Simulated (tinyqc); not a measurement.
Shockley-Read-Hall recombination through one deep level: sweeps and comparisons. A value that a table varies takes the place of the one given here.

One level at Et with degeneracy 1: tn = 1/(sn vth Nt), tp = 1/(sp_ vth Nt), n1 = Nc exp((Et - Eg)/kT), p1 = Nv exp(-Et/kT), ni^2 = n1 p1. Equilibrium n0 = Nm, p0 = ni^2/Nm; n = n0 + dn, p = p0 + dn. U = (n p - ni^2)/(tp (n + n1) + tn (p + p1)), lifetime dn/U; emission rates en = sn vth n1, ep = sp_ vth p1.

Constants: kB = 8.617333262e-05 eV/K.

Values chosen for the exercise (gap and densities of states near those of SiC at this temperature; not measured data):

| symbol | value | unit | meaning |
|---|---|---|---|
| E1 | 1.414 | eV | level (+1/0) above Ev |
| E2 | 1.73 | eV | level (0/-1) above Ev |
| gm | 2 |  | degeneracy of the middle state, the others 1 |
| T | 300 | K |  |
| Eg | 3.244 | eV | gap |
| Nc | 1.91e+19 | 1/cm^3 | conduction-band density of states |
| Nv | 3.13e+19 | 1/cm^3 | valence-band density of states |
| Nd | 1.2e+15 | 1/cm^3 | ionised shallow donors minus acceptors |
| Et | 1.414 | eV | recombination level above Ev |
| Nt | 5.3e+14 | 1/cm^3 | defects |
| sn | 3.9e-16 | cm^2 | electron capture cross-section |
| sp_ | 3.8e-16 | cm^2 | hole capture cross-section |
| vth | 25000000 | cm/s | thermal velocity, both carriers |
| Nm | 6.4e+16 | 1/cm^3 | equilibrium electrons for the lifetime steps |
| dn | 1.7e+16 | 1/cm^3 | excess pairs |

## Charge state against the Fermi level (deep level with several charge states)

Energies from Ev. The defect has charge states +1, 0, -1 with weights 1, gm exp((EF - E1)/kT), exp((2 EF - E1 - E2)/kT); the shares are the weights over their sum. Boltzmann carriers: n = Nc exp((EF - Eg)/kT), p = Nv exp(-EF/kT). Neutrality: p - n + Nd + Nt <q> = 0.

Shares:

| EF (eV) | +1 | 0 | -1 | <q> |
|---|---|---|---|---|
| 0.195 | 1.000 | 0.000 | 0.000 | 1.000 |
| 0.454 | 1.000 | 0.000 | 0.000 | 1.000 |
| 0.714 | 1.000 | 0.000 | 0.000 | 1.000 |
| 0.973 | 1.000 | 0.000 | 0.000 | 1.000 |
| 1.233 | 0.998 | 0.002 | 0.000 | 0.998 |
| 1.492 | 0.024 | 0.976 | 0.000 | 0.024 |
| 1.752 | 0.000 | 0.461 | 0.539 | -0.539 |
| 2.011 | 0.000 | 0.000 | 1.000 | -1.000 |
| 2.271 | 0.000 | 0.000 | 1.000 | -1.000 |
| 2.530 | 0.000 | 0.000 | 1.000 | -1.000 |
| 2.790 | 0.000 | 0.000 | 1.000 | -1.000 |
| 3.049 | 0.000 | 0.000 | 1.000 | -1.000 |

Where the levels are several kT apart the middle state rules between about E1 - kT ln gm = 1.396 and E2 + kT ln gm = 1.748 eV; its largest share listed is 0.976. Each step spreads from 10 % to 90 % over 4.4 kT = 0.114 eV.

## Defects against doping (deep level with several charge states)

Nt takes the listed multiples of |Nd|; the resistivity uses mobilities of 1000 (electrons) and 300 (holes) cm^2/(V s), chosen for the exercise, and e = 1.602176634e-19 C.

Neutral state:

| Nt/\|Nd\| | EF (eV) | n (1/cm^3) | p (1/cm^3) | rho (ohm cm) |
|---|---|---|---|---|
| 0.01 | 2.9936 | 1.19e+15 | 1.60e-31 | 5.25 |
| 0.10 | 2.9912 | 1.08e+15 | 1.76e-31 | 5.78 |
| 0.30 | 2.9847 | 8.40e+14 | 2.27e-31 | 7.43 |
| 0.60 | 2.9702 | 4.80e+14 | 3.97e-31 | 13.0 |
| 0.90 | 2.9344 | 1.20e+14 | 1.59e-30 | 52.0 |
| 1.10 | 1.8074 | 1.41e-05 | 1.35e-11 | 4.44e+20 |
| 1.50 | 1.7658 | 2.81e-06 | 6.77e-11 | 2.22e+21 |
| 3.00 | 1.7300 | 7.03e-07 | 2.71e-10 | 8.88e+21 |
| 10.00 | 1.6911 | 1.56e-07 | 1.22e-09 | 3.99e+22 |

EF goes from 2.994 to 1.691 eV and the resistivity from 5.25 to 3.99e+22 ohm cm, with a largest value of 3.99e+22 (values above about 1e13 are formal: hopping and surfaces conduct more). The largest move of EF, -1.127 eV, comes between Nt/|Nd| = 0.9 and 1.1; the levels lie at 1.414 and 1.73 eV. A defect can take up to one carrier of either sign, so the doping can be cancelled no earlier than Nt = |Nd|, there only if EF lies well beyond the level that takes the carriers and otherwise at larger Nt (mean charge -0.10 in the last row).

## Lifetime against injection

Recombination:

| dn (1/cm^3) | lifetime (microsecond) | U (1/(cm^3 s)) |
|---|---|---|
| 1.0e+11 | 0.1986 | 5.03e+17 |
| 1.0e+12 | 0.1986 | 5.03e+18 |
| 1.0e+13 | 0.1986 | 5.03e+19 |
| 1.0e+14 | 0.1989 | 5.03e+20 |
| 1.0e+15 | 0.2016 | 4.96e+21 |
| 1.0e+16 | 0.2248 | 4.45e+22 |
| 1.0e+17 | 0.3166 | 3.16e+23 |
| 1.0e+18 | 0.3805 | 2.63e+24 |

The lifetime rises from 0.1986 to 0.3805 microsecond; tn + tp = 0.3921. At low injection it is tp (1 + n1/n0) + tn p1/n0 with n1/Nm = 5.4e-29 and p1/Nm = 8.6e-22: re-emission is negligible, so minority capture alone counts. Auger and radiative paths are left out; they cut in at the highest injections, and in a doped direct-gap crystal the radiative one counts at all injections. dn = dp neglects trapped charge, which matters where the traps hold a charge comparable with dn, at low injection and with very unequal cross sections.

## Where a level does most harm

Et takes the values listed; G = Nt en ep/(en + ep) in a depleted region; the lifetime is for dn = 1e11 1/cm^3.

Results:

| Et (eV) | lifetime (microsecond) | G (1/(cm^3 s)) |
|---|---|---|
| 0.195 | 0.249 | 5.93e-26 |
| 0.454 | 0.199 | 1.33e-21 |
| 0.714 | 0.199 | 3.11e-17 |
| 0.973 | 0.199 | 6.97e-13 |
| 1.233 | 0.199 | 1.63e-08 |
| 1.492 | 0.199 | 0.000365 |
| 1.752 | 0.199 | 0.000582 |
| 2.011 | 0.199 | 2.60e-08 |
| 2.271 | 0.199 | 1.11e-12 |
| 2.530 | 0.199 | 4.96e-17 |
| 2.790 | 0.199 | 2.13e-21 |
| 3.049 | 0.230 | 9.48e-26 |

Generation peaks where en = ep, at Eg/2 + (kT/2) ln(sp_ Nv/(sn Nc)) = 1.628 eV; the largest value listed is at 1.752 eV, and G falls by a decade for each 0.060 eV away from the peak. The lifetime is within a factor 2 of its minimum, 0.199 microsecond, from 0.195 to 3.049 eV: recombination tolerates a wide range of Et, generation a narrow one.

## What moves lifetime and leakage

G = Nt en ep/(en + ep). Each row changes one parameter from the base and keeps the others.

Results:

| case | lifetime (microsecond) | G (1/(cm^3 s)) |
|---|---|---|
| base | 0.2392 | 1.79e-05 |
| Et = 1.454 eV | 0.2392 | 8.39e-05 |
| sn = 7.8e-16 cm^2 | 0.2189 | 3.57e-05 |
| sp_ = 7.6e-16 cm^2 | 0.1399 | 1.79e-05 |
| Nt = 2.65e+14 1/cm^3 | 0.4784 | 8.93e-06 |
| Nm = 1.92e+17 1/cm^3 | 0.2144 | 1.79e-05 |
| dn = 5.1e+16 1/cm^3 | 0.2844 | 1.79e-05 |

The largest shifts from the base row, up to three for each result and ties (the steps differ in size, so this ranks the rows, not the parameters). lifetime (microsecond): Nt +0.239, sp_ -0.0993, dn +0.0452; unchanged at the printed digits by Et. G (1/(cm^3 s)): Et +6.60e-05, sn +1.79e-05, Nt -8.93e-06; unchanged at the printed digits by sp_, Nm and dn.

(tinyqc, `OMP_NUM_THREADS=1 python tinyqc.py 1680193 1680194 out.jsonl`, Intel(R) Xeon(R) Processor @ 2.30GHz, 1 thread, shared host, about 0.01 s.)
